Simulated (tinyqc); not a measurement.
Inside a calculation. Method: ROHF in the sto-3g basis, for H4+, spin multiplicity 2. Computed by tinyqc, a small Python program that keeps every step (integrals from PySCF). Settings: charge = 1, multiplicity = 2, basis = sto-3g, energy threshold = 1e-10, iteration cap = 75, orthogonalisation = canonical, start = core, DIIS depth = 0, method = ROHF. Command: `OMP_NUM_THREADS=1 python tinyqc.py 22062 22063 out.jsonl` (the two numbers bound the seeds that draw the settings). One thread of a shared host (Intel(R) Xeon(R) Processor @ 2.60GHz), about 0.04 s of CPU time with the checks. Later iterations appear only in the table of the cycle.

## One-electron integrals

Geometry (angstrom):
```
atom,x,y,z
H,0.000000,0.000000,0.000000
H,0.000000,0.000000,0.992000
H,0.000000,0.000000,3.091000
H,0.000000,0.000000,4.083000
```

Basis sto-3g: exponents (1/bohr^2) and contraction coefficients of normalised primitives:
```
element,l (shell),exponent,coefficient
H,s (1),3.425251,0.154329
H,s (1),0.623914,0.535328
H,s (1),0.168855,0.444635
```

Overlap, kinetic and nuclear-attraction integrals over the contracted functions; the nuclear repulsion is the sum of Za Zb / Rab.

nuclear repulsion = 1.79100245 hartree

overlap S, lower triangle:
```
,1H 1s,2H 1s,3H 1s,4H 1s
1H 1s,1.000000
2H 1s,0.501210,1.000000
3H 1s,0.015041,0.101114,1.000000
4H 1s,0.001430,0.015041,0.501210,1.000000
```

kinetic energy T (hartree), lower triangle:
```
,1H 1s,2H 1s,3H 1s,4H 1s
1H 1s,0.760032
2H 1s,0.114305,0.760032
3H 1s,-0.005879,-0.011006,0.760032
4H 1s,-0.001000,-0.005879,0.114305,0.760032
```

nuclear attraction V (hartree), lower triangle:
```
,1H 1s,2H 1s,3H 1s,4H 1s
1H 1s,-2.043946
2H 1s,-0.981923,-2.166394
3H 1s,-0.023541,-0.162201,-2.166394
4H 1s,-0.002109,-0.023541,-0.981923,-2.043946
```

core Hamiltonian H = T + V (hartree), lower triangle:
```
,1H 1s,2H 1s,3H 1s,4H 1s
1H 1s,-1.283914
2H 1s,-0.867618,-1.406362
3H 1s,-0.029420,-0.173207,-1.406362
4H 1s,-0.003108,-0.029420,-0.867618,-1.283914
```

## Two-electron integrals

Functions are numbered as in S; the eight-fold symmetry (ij|kl) = (ji|kl) = (kl|ij) leaves the list below.

Two-electron integrals (ij|kl) in chemists' order, unique and non-zero (hartree):
```
i,j,k,l,(ij|kl)
1,1,1,1,0.774606
2,1,1,1,0.313022
2,1,2,1,0.161211
2,2,1,1,0.480655
2,2,2,1,0.313022
2,2,2,2,0.774606
3,1,1,1,0.005253
3,1,2,1,0.003217
3,1,2,2,0.007705
3,1,3,1,0.000104
3,2,1,1,0.027193
3,2,2,1,0.017695
3,2,2,2,0.046165
3,2,3,1,0.000703
3,2,3,2,0.005191
3,3,1,1,0.171193
3,3,2,1,0.102895
3,3,2,2,0.251523
3,3,3,1,0.005253
3,3,3,2,0.046165
3,3,3,3,0.774606
4,1,1,1,0.000379
4,1,2,1,0.000240
4,1,2,2,0.000606
4,1,3,1,0.000009
4,1,3,2,0.000069
4,1,3,3,0.000606
4,1,4,1,9.23e-07
4,2,1,1,0.003251
4,2,2,1,0.002052
4,2,2,2,0.005253
4,2,3,1,0.000090
4,2,3,2,0.000703
4,2,3,3,0.007705
4,2,4,1,0.000009
4,2,4,2,0.000104
4,3,1,1,0.074220
4,3,2,1,0.043448
4,3,2,2,0.102895
4,3,3,1,0.002052
4,3,3,2,0.017695
4,3,3,3,0.313022
4,3,4,1,0.000240
4,3,4,2,0.003217
4,3,4,3,0.161211
4,4,1,1,0.129605
4,4,2,1,0.074220
4,4,2,2,0.171193
4,4,3,1,0.003251
4,4,3,2,0.027193
4,4,3,3,0.480655
4,4,4,1,0.000379
4,4,4,2,0.005253
4,4,4,3,0.313022
4,4,4,4,0.774606
```

## Orthogonalisation

S = U s U^T; canonical form X = U s^(-1/2), so that X^T S X = 1. Each column of U has its largest component positive (the first on a tie).

eigenvalues of S: 0.460011  0.532620  1.437445  1.569924

X:
```
,1,2,3,4
1H 1s,-0.698598,0.717276,0.437787,0.379394
2H 1s,0.773881,-0.651361,0.395199,0.417788
3H 1s,-0.773881,-0.651361,-0.395199,0.417788
4H 1s,0.698598,0.717276,-0.437787,0.379394
```

## Starting guess

The start is the orbitals of the core Hamiltonian; D(s) = C_occ C_occ^T for each spin.

D(alpha) at the start, lower triangle:
```
,1H 1s,2H 1s,3H 1s,4H 1s
1H 1s,0.196272
2H 1s,0.310188,0.493665
3H 1s,-0.026247,-0.000389,0.493665
4H 1s,-0.032829,-0.026247,0.310188,0.196272
```

D(beta) at the start, lower triangle:
```
,1H 1s,2H 1s,3H 1s,4H 1s
1H 1s,0.081722
2H 1s,0.141971,0.246638
3H 1s,0.141971,0.246638,0.246638
4H 1s,0.081722,0.141971,0.141971,0.081722
```

## Iteration 1: building the Fock matrix

J_ij = sum D_kl (ij|kl) with D = D(alpha) + D(beta), K_ij = sum D_kl (ik|jl) for each spin; F = H + J - K(s); E = tr D H + tr D J / 2 - 0.5 sum_s tr D(s) K(s) + E_nn.

Coulomb J (hartree), lower triangle:
```
,1H 1s,2H 1s,3H 1s,4H 1s
1H 1s,1.099517
2H 1s,0.610590,1.342771
3H 1s,0.017115,0.118364,1.342771
4H 1s,0.001580,0.017115,0.610590,1.099517
```

exchange K(alpha) (hartree), lower triangle:
```
,1H 1s,2H 1s,3H 1s,4H 1s
1H 1s,0.425550
2H 1s,0.414470,0.609872
3H 1s,0.014549,0.055633,0.609872
4H 1s,-0.003828,0.014549,0.414470,0.425550
```

exchange K(beta) (hartree), lower triangle:
```
,1H 1s,2H 1s,3H 1s,4H 1s
1H 1s,0.195179
2H 1s,0.205351,0.324213
3H 1s,0.072918,0.126799,0.324213
4H 1s,0.044472,0.072918,0.205351,0.195179
```

F(alpha) (hartree), lower triangle:
```
,1H 1s,2H 1s,3H 1s,4H 1s
1H 1s,-0.609947
2H 1s,-0.671498,-0.673463
3H 1s,-0.026854,-0.110476,-0.673463
4H 1s,0.002299,-0.026854,-0.671498,-0.609947
```

F(beta) (hartree), lower triangle:
```
,1H 1s,2H 1s,3H 1s,4H 1s
1H 1s,-0.379576
2H 1s,-0.462379,-0.387805
3H 1s,-0.085223,-0.181642,-0.387805
4H 1s,-0.046001,-0.085223,-0.462379,-0.379576
```

total energy of this density = -1.63936360 hartree

## Iteration 1: Roothaan effective Fock matrix

With projectors Pc = D(beta) S, Po = (D(alpha) - D(beta)) S, Pv = 1 - D(alpha) S, the block xy is Px^T F Py; with Fc = (F(alpha) + F(beta))/2, the blocks are Fc for cc, oo, vv and cv, F(beta) for co and F(alpha) for ov.

effective F (hartree), lower triangle:
```
,1H 1s,2H 1s,3H 1s,4H 1s
1H 1s,-0.485349
2H 1s,-0.565180,-0.537394
3H 1s,-0.057797,-0.139299,-0.537394
4H 1s,-0.031264,-0.057797,-0.565180,-0.485349
```

## Iteration 1: diagonalisation and new density

Diagonalise F' = X^T F X, C = X C', fill 2 alpha and 1 beta electrons from the bottom; D(s) = C_occ C_occ^T. Each column has its largest component positive (the first on a tie).

F' = X^T F X (hartree), lower triangle:
```
,1,2,3,4
1,0.177173
2,0.000000,0.058454
3,-0.029388,0.000000,-0.649543
4,0.000000,0.021655,0.000000,-0.779935
```

orbital energies (hartree): MO1 -0.780494, MO2 -0.650586, MO3 0.059012, MO4 0.178217

coefficients C:
```
,MO1,MO2,MO3,MO4
1H 1s,0.360760,0.412724,0.726827,-0.713691
2H 1s,0.434456,0.422408,-0.640364,0.759372
3H 1s,0.434456,-0.422408,-0.640364,-0.759372
4H 1s,0.360760,-0.412724,0.726827,0.713691
```

D(alpha) after iteration 1, lower triangle:
```
,1H 1s,2H 1s,3H 1s,4H 1s
1H 1s,0.300489
2H 1s,0.331072,0.367180
3H 1s,-0.017604,0.010324,0.367180
4H 1s,-0.040194,-0.017604,0.331072,0.300489
```

D(beta) after iteration 1, lower triangle:
```
,1H 1s,2H 1s,3H 1s,4H 1s
1H 1s,0.130148
2H 1s,0.156734,0.188752
3H 1s,0.156734,0.188752,0.188752
4H 1s,0.130148,0.156734,0.156734,0.130148
```

## Iteration 2: building the Fock matrix

As before.

Coulomb J (hartree), lower triangle:
```
,1H 1s,2H 1s,3H 1s,4H 1s
1H 1s,1.142830
2H 1s,0.606205,1.279037
3H 1s,0.016343,0.111748,1.279037
4H 1s,0.001501,0.016343,0.606205,1.142830
```

exchange K(alpha) (hartree), lower triangle:
```
,1H 1s,2H 1s,3H 1s,4H 1s
1H 1s,0.499107
2H 1s,0.421353,0.542511
3H 1s,0.015329,0.049907,0.542511
4H 1s,-0.003327,0.015329,0.421353,0.499107
```

exchange K(beta) (hartree), lower triangle:
```
,1H 1s,2H 1s,3H 1s,4H 1s
1H 1s,0.232422
2H 1s,0.211015,0.291681
3H 1s,0.073113,0.112824,0.291681
4H 1s,0.050322,0.073113,0.211015,0.232422
```

F(alpha) (hartree), lower triangle:
```
,1H 1s,2H 1s,3H 1s,4H 1s
1H 1s,-0.640191
2H 1s,-0.682765,-0.669836
3H 1s,-0.028406,-0.111365,-0.669836
4H 1s,0.001719,-0.028406,-0.682765,-0.640191
```

F(beta) (hartree), lower triangle:
```
,1H 1s,2H 1s,3H 1s,4H 1s
1H 1s,-0.373506
2H 1s,-0.472428,-0.419006
3H 1s,-0.086190,-0.174282,-0.419006
4H 1s,-0.051930,-0.086190,-0.472428,-0.373506
```

total energy of this density = -1.66623889 hartree

## Iteration 2: Roothaan effective Fock matrix

As before.

effective F (hartree), lower triangle:
```
,1H 1s,2H 1s,3H 1s,4H 1s
1H 1s,-0.502825
2H 1s,-0.577672,-0.548115
3H 1s,-0.057223,-0.139129,-0.548115
4H 1s,-0.029129,-0.057223,-0.577672,-0.502825
```

## Iteration 2: diagonalisation and new density

As before.

F' = X^T F X (hartree), lower triangle:
```
,1,2,3,4
1,0.173243
2,0.000000,0.055985
3,-0.025692,0.000000,-0.669504
4,0.000000,0.017796,0.000000,-0.795591
```

orbital energies (hartree): MO1 -0.795963, MO2 -0.670287, MO3 0.056357, MO4 0.174025

coefficients C:
```
,MO1,MO2,MO3,MO4
1H 1s,0.364332,0.416316,0.725043,-0.711602
2H 1s,0.431300,0.418576,-0.642494,0.761491
3H 1s,0.431300,-0.418576,-0.642494,-0.761491
4H 1s,0.364332,-0.416316,0.725043,0.711602
```

D(alpha) after iteration 2, lower triangle:
```
,1H 1s,2H 1s,3H 1s,4H 1s
1H 1s,0.306057
2H 1s,0.331396,0.361225
3H 1s,-0.017123,0.010814,0.361225
4H 1s,-0.040581,-0.017123,0.331396,0.306057
```

D(beta) after iteration 2, lower triangle:
```
,1H 1s,2H 1s,3H 1s,4H 1s
1H 1s,0.132738
2H 1s,0.157136,0.186019
3H 1s,0.157136,0.186019,0.186019
4H 1s,0.132738,0.157136,0.157136,0.132738
```

## Iteration 3: building the Fock matrix

As before.

Coulomb J (hartree), lower triangle:
```
,1H 1s,2H 1s,3H 1s,4H 1s
1H 1s,1.145000
2H 1s,0.605979,1.275862
3H 1s,0.016305,0.111420,1.275862
4H 1s,0.001497,0.016305,0.605979,1.145000
```

exchange K(alpha) (hartree), lower triangle:
```
,1H 1s,2H 1s,3H 1s,4H 1s
1H 1s,0.502670
2H 1s,0.421462,0.539034
3H 1s,0.015359,0.049617,0.539034
4H 1s,-0.003302,0.015359,0.421462,0.502670
```

exchange K(beta) (hartree), lower triangle:
```
,1H 1s,2H 1s,3H 1s,4H 1s
1H 1s,0.234228
2H 1s,0.211180,0.289997
3H 1s,0.073074,0.112103,0.289997
4H 1s,0.050592,0.073074,0.211180,0.234228
```

F(alpha) (hartree), lower triangle:
```
,1H 1s,2H 1s,3H 1s,4H 1s
1H 1s,-0.641584
2H 1s,-0.683101,-0.669534
3H 1s,-0.028474,-0.111404,-0.669534
4H 1s,0.001691,-0.028474,-0.683101,-0.641584
```

F(beta) (hartree), lower triangle:
```
,1H 1s,2H 1s,3H 1s,4H 1s
1H 1s,-0.373142
2H 1s,-0.472819,-0.420497
3H 1s,-0.086189,-0.173889,-0.420497
4H 1s,-0.052204,-0.086189,-0.472819,-0.373142
```

total energy of this density = -1.66630471 hartree

## Iteration 3: Roothaan effective Fock matrix

As before.

effective F (hartree), lower triangle:
```
,1H 1s,2H 1s,3H 1s,4H 1s
1H 1s,-0.503595
2H 1s,-0.578073,-0.548517
3H 1s,-0.057218,-0.139145,-0.548517
4H 1s,-0.029024,-0.057218,-0.578073,-0.503595
```

## Iteration 3: diagonalisation and new density

As before.

F' = X^T F X (hartree), lower triangle:
```
,1,2,3,4
1,0.172805
2,0.000000,0.055688
3,-0.025445,0.000000,-0.670242
4,0.000000,0.017619,0.000000,-0.796180
```

orbital energies (hartree): MO1 -0.796544, MO2 -0.671009, MO3 0.056052, MO4 0.173573

coefficients C:
```
,MO1,MO2,MO3,MO4
1H 1s,0.364488,0.416532,0.724965,-0.711476
2H 1s,0.431162,0.418345,-0.642586,0.761618
3H 1s,0.431162,-0.418345,-0.642586,-0.761618
4H 1s,0.364488,-0.416532,0.724965,0.711476
```

D(alpha) after iteration 3, lower triangle:
```
,1H 1s,2H 1s,3H 1s,4H 1s
1H 1s,0.306350
2H 1s,0.331407,0.360913
3H 1s,-0.017101,0.010888,0.360913
4H 1s,-0.040647,-0.017101,0.331407,0.306350
```

D(beta) after iteration 3, lower triangle:
```
,1H 1s,2H 1s,3H 1s,4H 1s
1H 1s,0.132851
2H 1s,0.157153,0.185900
3H 1s,0.157153,0.185900,0.185900
4H 1s,0.132851,0.157153,0.157153,0.132851
```

## Iteration 4: building the Fock matrix

As before.

Coulomb J (hartree), lower triangle:
```
,1H 1s,2H 1s,3H 1s,4H 1s
1H 1s,1.145106
2H 1s,0.605967,1.275705
3H 1s,0.016303,0.111404,1.275705
4H 1s,0.001496,0.016303,0.605967,1.145106
```

exchange K(alpha) (hartree), lower triangle:
```
,1H 1s,2H 1s,3H 1s,4H 1s
1H 1s,0.502854
2H 1s,0.421465,0.538852
3H 1s,0.015362,0.049612,0.538852
4H 1s,-0.003305,0.015362,0.421465,0.502854
```

exchange K(beta) (hartree), lower triangle:
```
,1H 1s,2H 1s,3H 1s,4H 1s
1H 1s,0.234307
2H 1s,0.211187,0.289924
3H 1s,0.073072,0.112071,0.289924
4H 1s,0.050604,0.073072,0.211187,0.234307
```

F(alpha) (hartree), lower triangle:
```
,1H 1s,2H 1s,3H 1s,4H 1s
1H 1s,-0.641661
2H 1s,-0.683116,-0.669510
3H 1s,-0.028479,-0.111415,-0.669510
4H 1s,0.001694,-0.028479,-0.683116,-0.641661
```

F(beta) (hartree), lower triangle:
```
,1H 1s,2H 1s,3H 1s,4H 1s
1H 1s,-0.373115
2H 1s,-0.472838,-0.420581
3H 1s,-0.086189,-0.173874,-0.420581
4H 1s,-0.052216,-0.086189,-0.472838,-0.373115
```

total energy of this density = -1.66630488 hartree

## Iteration 4: Roothaan effective Fock matrix

As before.

effective F (hartree), lower triangle:
```
,1H 1s,2H 1s,3H 1s,4H 1s
1H 1s,-0.503636
2H 1s,-0.578092,-0.548535
3H 1s,-0.057218,-0.139154,-0.548535
4H 1s,-0.029013,-0.057218,-0.578092,-0.503636
```

## Iteration 4: diagonalisation and new density

As before.

F' = X^T F X (hartree), lower triangle:
```
,1,2,3,4
1,0.172786
2,0.000000,0.055669
3,-0.025421,0.000000,-0.670277
4,0.000000,0.017616,0.000000,-0.796210
```

orbital energies (hartree): MO1 -0.796574, MO2 -0.671043, MO3 0.056033, MO4 0.173551

coefficients C:
```
,MO1,MO2,MO3,MO4
1H 1s,0.364491,0.416552,0.724963,-0.711464
2H 1s,0.431159,0.418323,-0.642588,0.761630
3H 1s,0.431159,-0.418323,-0.642588,-0.761630
4H 1s,0.364491,-0.416552,0.724963,0.711464
```

D(alpha) after iteration 4, lower triangle:
```
,1H 1s,2H 1s,3H 1s,4H 1s
1H 1s,0.306369
2H 1s,0.331407,0.360892
3H 1s,-0.017100,0.010904,0.360892
4H 1s,-0.040662,-0.017100,0.331407,0.306369
```

D(beta) after iteration 4, lower triangle:
```
,1H 1s,2H 1s,3H 1s,4H 1s
1H 1s,0.132853
2H 1s,0.157153,0.185898
3H 1s,0.157153,0.185898,0.185898
4H 1s,0.132853,0.157153,0.157153,0.132853
```

## Iteration 6 (converged): orbitals

converged F (hartree), lower triangle:
```
,1H 1s,2H 1s,3H 1s,4H 1s
1H 1s,-0.503639
2H 1s,-0.578093,-0.548536
3H 1s,-0.057218,-0.139157,-0.548536
4H 1s,-0.029011,-0.057218,-0.578093,-0.503639
```

As before.

F' = X^T F X (hartree), lower triangle:
```
,1,2,3,4
1,0.172785
2,0.000000,0.055667
3,-0.025416,0.000000,-0.670279
4,0.000000,0.017617,0.000000,-0.796212
```

orbital energies (hartree): MO1 -0.796576, MO2 -0.671045, MO3 0.056031, MO4 0.173551

coefficients C:
```
,MO1,MO2,MO3,MO4
1H 1s,0.364489,0.416556,0.724964,-0.711462
2H 1s,0.431160,0.418319,-0.642587,0.761632
3H 1s,0.431160,-0.418319,-0.642587,-0.761632
4H 1s,0.364489,-0.416556,0.724964,0.711462
```

D(alpha) after iteration 6, lower triangle:
```
,1H 1s,2H 1s,3H 1s,4H 1s
1H 1s,0.306371
2H 1s,0.331406,0.360890
3H 1s,-0.017100,0.010909,0.360890
4H 1s,-0.040666,-0.017100,0.331406,0.306371
```

D(beta) after iteration 6, lower triangle:
```
,1H 1s,2H 1s,3H 1s,4H 1s
1H 1s,0.132852
2H 1s,0.157153,0.185899
3H 1s,0.157153,0.185899,0.185899
4H 1s,0.132852,0.157153,0.157153,0.132852
```

## Convergence

Stop when the energy changes by less than 1e-10 hartree and every element of the error matrix X^T (F D S - S D F) X is below 3e-06.

Course of the cycle:
```
iteration,E (hartree),change,largest element of the error matrix
1,-1.63936360,-,1.68e-01
2,-1.66623889,-2.69e-02,8.39e-03
3,-1.66630471,-6.58e-05,3.66e-04
4,-1.66630488,-1.65e-07,2.41e-05
5,-1.66630488,-8.20e-10,3.95e-06
6,-1.66630488,-2.64e-11,8.57e-07
```

PySCF ROHF in the same basis = -1.66630488 hartree

Converged in 6 iterations.

## Populations, bond orders and dipole

Mulliken: Z minus the diagonal of D S on the atom; Loewdin: the same with S^(1/2) D S^(1/2); Mayer order: 2 sum_s sum (D(s) S)_ij (D(s) S)_ji over the two atoms.

Charges (e):
```
atom,Mulliken,Loewdin,Mulliken spin
1H,0.313667,0.308093,0.257987
2H,0.186333,0.191907,0.242013
3H,0.186333,0.191907,0.242013
4H,0.313667,0.308093,0.257987
```

Mayer bond orders:
```
pair,order
2-1,0.617051
3-1,0.122426
3-2,0.167233
4-1,0.095580
4-2,0.122426
4-3,0.617051
```

dipole moment about the origin, x y z (debye): 0.000000  0.000000  9.805742
